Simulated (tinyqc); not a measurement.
Scale length and length offset from two DIBL values.

Problem. DIBL = exp(-Le/(2 l)) + 2 exp(-Le/l) with Le = L - dL. Find l, dL and the drawn length for a DIBL of 100 mV/V.

DIBL at drawn lengths 78 and 140 nm (mV/V): [91.652754, 10.219121]

Solution. With e = exp(-Le/(2 l)), 2 e^2 + e = DIBL gives e and so Le/l at each length; Le/l is a straight line in L with slope 1/l.

l = 15.00 nm
dL = 1.900 nm
length for 100 mV/V = 75.71 nm

Computed by the program tinyqc: `OMP_NUM_THREADS=1 python tinyqc.py 2002101 2002102 out.jsonl`, one thread of a shared Intel Xeon 2.30GHz, about 0.01 s for the whole run.
